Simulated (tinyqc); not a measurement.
Interdiffusion in a binary couple: Darken equations, Kirkendall shift and Boltzmann-Matano analysis. From interdiffusion coefficient D~ at the local x back to tracer diffusivity D*_B(0). Computed by tinyqc, a small Python program. Command: `OMP_NUM_THREADS=1 python tinyqc.py 3008411 3008412 out.jsonl darken inv`. One thread of a shared host (Intel(R) Xeon(R) Processor @ 2.30GHz), about 0.3 s of CPU time with the checks.

x is the mole fraction of B; the molar volume is constant, and the two halves are long enough to count as infinite.

Inputs (values chosen for the exercise, for a model alloy A-B):
```
quantity,value,unit
tracer diffusivity D*_A(0),4e-14,m^2/s
slope k of ln D* with x,-0.65,-
regular-solution parameter W,-0.02,eV
temperature T,1260,K
composition x for the local step,0.34,-
```

Vacancy-wind correction: Manning, fcc.

Constants: k_B = 8.617333262e-05 eV/K.

Method. D*_i(x) = D*_i(0) exp(k x); thermodynamic factor Phi = 1 - 2 W x (1 - x)/(k_B T); with f0 = 0.7815, M0 = 2 f0/(1 - f0), den = M0 ((1 - x) D*_A + x D*_B): D_A = D*_A Phi [1 + 2 (1 - x)(D*_A - D*_B)/den], D_B = D*_B Phi [1 - 2 x (D*_A - D*_B)/den]; interdiffusion D~ = x D_A + (1 - x) D_B.

Problem. A run gave the result below. Find the tracer diffusivity D*_B(0), known to lie between 4e-14 and 6.9e-14 m^2/s.

interdiffusion coefficient D~ at the local x = 4.393088e-14 m^2/s

Solution.

Each step takes the trial c = (a f_b - b f_a)/(f_b - f_a), f being the result less the target and a, b, c the logarithms of the listed values; c replaces end b, the old b replaces a if the sign of f changed, and otherwise f_a is halved.

Scan of the range:
```
tracer diffusivity D*_B(0) (m^2/s),interdiffusion coefficient D~ at the local x (m^2/s)
4.00e-14,3.47197e-14
4.38e-14,3.69157e-14
4.80e-14,3.93843e-14
5.25e-14,4.20730e-14
5.75e-14,4.51080e-14
6.30e-14,4.84983e-14
6.90e-14,5.22517e-14
```

False position (Illinois rule, in the logarithm of the input) inside the bracket:
```
step,end a,end b,trial,interdiffusion coefficient D~ at the local x (m^2/s)
1,5.25000e-14,5.75000e-14,5.55066e-14,4.38923e-14
2,5.75000e-14,5.55066e-14,5.55687e-14,4.39301e-14
3,5.75000e-14,5.55687e-14,5.55712e-14,4.39316e-14
4,5.55687e-14,5.55712e-14,5.55700e-14,4.39309e-14
```

Interdiffusion coefficient D~ at the local x rises at every point of a 13-point scan of the range (every second point is shown), so one value fits; it is bracketed by 5.25e-14 and 5.75e-14. Answer: tracer diffusivity D*_B(0) = 5.557e-14 m^2/s.
